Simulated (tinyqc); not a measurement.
Quantum point contact as a saddle point with Zeeman splitting: one step of the calculation.

Potential V0 - m wx^2 x^2/2 + m wy^2 y^2/2; energies are counted from V0. Mode n = 0, 1, ... transmits T_n(E) = 1/(1 + exp(-2 pi (E - E_n)/wx)), E_n = wy (n + 1/2) +/- Ez/2 for the two spins, Ez = gs muB B, muB = q hbar/(2 m0); each spin carries q^2/h.

Task. Thermal average on a coarse grid. g(T) = int g(E) (-df/dE) dE = int g(mu + x kB T) dx/(4 cosh^2(x/2)), g(E) the zero-temperature value at E, g = G/(2 q^2/h). Simpson's rule on nE equally spaced x from -xm to xm.

Parameters, values chosen for the exercise:
- T = 1 K (temperature)
- wy = 2.3 meV (transverse quantum hbar wy)
- wx = 0.77 meV (curvature of the barrier hbar wx)
- mu = 5.12 meV (Fermi level above the saddle point)
- gs = 1.3 (size of the g factor)
- B = 2 T (in-plane magnetic field)
- nE = 15 (points of the energy grid)
- xm = 6 (half-range of the grid in kB T)

Constants: q = 1.602176634e-19 C, kB = 1.380649e-23 J/K, hbar = 1.054571817e-34 J s, m0 = 9.1093837015e-31 kg, Vt = kB T/q. Results are converted to the units shown.

Give: x; E; g(E); weight; integral of the weight; g(T); g(T) divided by the integral of the weight.

Result.

```
point       x  E (meV)   g(E)  weight
0      -6.000    4.603  2.000  0.0025
1      -5.143    4.677  2.000  0.0058
2      -4.286    4.751  2.000  0.0134
3      -3.429    4.825  2.001  0.0304
4      -2.571    4.898  2.001  0.0660
5      -1.714    4.972  2.002  0.1293
6      -0.857    5.046  2.004  0.2092
7       0.000    5.120  2.007  0.2500
8       0.857    5.194  2.013  0.2092
9       1.714    5.268  2.023  0.1293
10      2.571    5.342  2.040  0.0660
11      3.429    5.415  2.071  0.0304
12      4.286    5.489  2.121  0.0134
13      5.143    5.563  2.196  0.0058
14      6.000    5.637  2.300  0.0025
```

integral of the weight = 0.9952
g(T) = 2.004
g(T) divided by the integral of the weight = 2.014

Range of the model: Orbital effects of the in-plane field and interactions (such as the 0.7 feature) are left out.

Program tinyqc, `OMP_NUM_THREADS=1 python tinyqc.py 2740001 2740002 out.jsonl`; Intel Xeon 2.30GHz, shared host, one thread, about 0.04 s.
